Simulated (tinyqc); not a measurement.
Comparisons within one model: Kronig-Penney superlattice by transfer matrices. A value that a table varies takes the place of the one given here.

Wells (width a, potential 0, mass mw) alternate with barriers (width b, height V0, mass mb); period d = a + b; c = hbar^2/2m0. The vector (psi, psi'/m) is continuous, and a layer of thickness t carries it by M = [[cos kt, (m/k) sin kt], [-(k/m) sin kt, cos kt]] with k = sqrt(m (E - V)/c); for E < V, k = i kappa gives [[cosh, (m/kappa) sinh], [(kappa/m) sinh, cosh]] of kappa t. A Bloch state obeys cos(q d) = tr(Mb Mw)/2.

Constants: hbar^2/2m0 = 3.80998211 eV angstrom^2.

Parameters, chosen for this exercise (near those of the light valleys of a Si film between layers of SiO2; the results hold for these values, not for the real material): a = 20 angstrom (well width); V0 = 3.048 eV (barrier height); mw = 0.187 m0 (mass in the wells); mb = 0.515 m0 (mass in the barriers); bs = (3, 4.5, 6, 7.8, 9.6, 12, 15) angstrom (barrier widths); b = 6 angstrom (barrier width).

## Barrier width

First miniband against b. m_z = -2 c f'/d^2 with f = tr M/2 at the bottom of the band. E1 is the level of the single well, kappa1 its decay constant in the barrier.

First miniband:

| b (angstrom) | bottom (eV) | top (eV) | W (meV) | ln W | m_z (m0) |
|---|---|---|---|---|---|
| 3.0 | 0.2105 | 0.2924 | 81.85 | 4.405 | 0.432 |
| 4.5 | 0.2347 | 0.2673 | 32.56 | 3.483 | 0.853 |
| 6.0 | 0.2444 | 0.2573 | 12.94 | 2.561 | 1.81 |
| 7.8 | 0.2487 | 0.2530 | 4.280 | 1.454 | 4.67 |
| 9.6 | 0.2501 | 0.2515 | 1.415 | 0.347 | 12.4 |
| 12.0 | 0.2507 | 0.2510 | 0.3234 | -1.129 | 46.1 |
| 15.0 | 0.2508 | 0.2509 | 0.05113 | -2.973 | 243 |

E1 = 0.2508 eV
kappa1 = 0.6149 1/angstrom

W falls from 81.9 to 0.05 meV, and both edges close in on E1. The slope of ln W is -0.6146 per angstrom over the first two rows and -0.6149 over the last two, against -kappa1 = -0.6149: the width follows one power of the tunnelling amplitude once the wells couple weakly. m_z grows by a factor 562.8. Layers under about 10 angstrom are at the limit of envelope theory.

## From one barrier to a miniband

Transmission through N barriers separated by wells, between leads of the well material: T = 4/[(M11 + M22)^2 + (u M12 - M21/u)^2] with u = k/mw and M the product over all layers; twelve evenly spaced energies around the first miniband.

Transmission:

| E (eV) | tr M/2 of a period | N = 1 | N = 2 | N = 4 | N = 8 |
|---|---|---|---|---|---|
| 0.238573 | 1.952 | 0.00151 | 9.92e-05 | 5.66e-07 | 1.89e-11 |
| 0.240926 | 1.563 | 0.00152 | 0.000156 | 2.58e-06 | 7.57e-10 |
| 0.243280 | 1.180 | 0.00154 | 0.000277 | 2.17e-05 | 1.88e-07 |
| 0.245634 | 0.802 | 0.00155 | 0.000604 | 0.00183 | 0.000656 |
| 0.247987 | 0.430 | 0.00157 | 0.00212 | 0.00133 | 0.00791 |
| 0.250341 | 0.062 | 0.00158 | 0.0923 | 0.0252 | 0.00683 |
| 0.252694 | -0.300 | 0.00160 | 0.00443 | 0.00165 | 0.00345 |
| 0.255048 | -0.657 | 0.00161 | 0.000935 | 0.0123 | 0.00334 |
| 0.257401 | -1.009 | 0.00163 | 0.000400 | 9.34e-05 | 1.79e-05 |
| 0.259755 | -1.356 | 0.00164 | 0.000224 | 7.81e-06 | 1.10e-08 |
| 0.262108 | -1.698 | 0.00166 | 0.000144 | 1.59e-06 | 2.01e-10 |
| 0.264462 | -2.035 | 0.00167 | 0.000101 | 4.77e-07 | 1.08e-11 |

5 of the energies lie in the miniband (|tr M/2| <= 1); there T for N = 8 runs between 0.000656 and 0.00791. In the gaps it falls with N: at E = 0.2645 eV from 4.77e-07 (N = 4) to 1.08e-11 (N = 8), a slope of ln T of -2.67 a period, against -2 arccosh|tr M/2| = -2.67.

## What each parameter does

Bottom and width of the first miniband, the gap above it, and m_z = -2 c f'/d^2 with f = tr M/2. Each row changes one parameter from the base and keeps the others.

Results:

| case | bottom (eV) | width (meV) | gap (meV) | m_z (m0) |
|---|---|---|---|---|
| base | 0.2444 | 12.9 | 759.5 | 1.8101 |
| a = 18 angstrom | 0.2832 | 16.2 | 886.0 | 1.6981 |
| b = 7 angstrom | 0.2474 | 7.0 | 774.1 | 3.0525 |
| V0 = 3.505 eV | 0.2558 | 9.8 | 794.1 | 2.3751 |
| mw = 0.1683 m0 | 0.2557 | 14.4 | 810.2 | 1.6295 |
| mb = 0.4377 m0 | 0.2527 | 17.4 | 765.5 | 1.3658 |

The largest shifts from the base row, up to three for each result and ties (the steps differ in size, so this ranks the rows, not the parameters). bottom (eV): a +0.0388, V0 +0.0114, mw +0.0113. width (meV): b -5.9, mb +4.4, a +3.3. gap (meV): a +126.5, mw +50.8, V0 +34.6. m_z (m0): b +1.2424, V0 +0.5650, mb -0.4442.

(tinyqc, `OMP_NUM_THREADS=1 python tinyqc.py 1280245 1280246 out.jsonl`, Intel(R) Xeon(R) Processor @ 2.30GHz, 1 thread, shared host, about 0.09 s.)
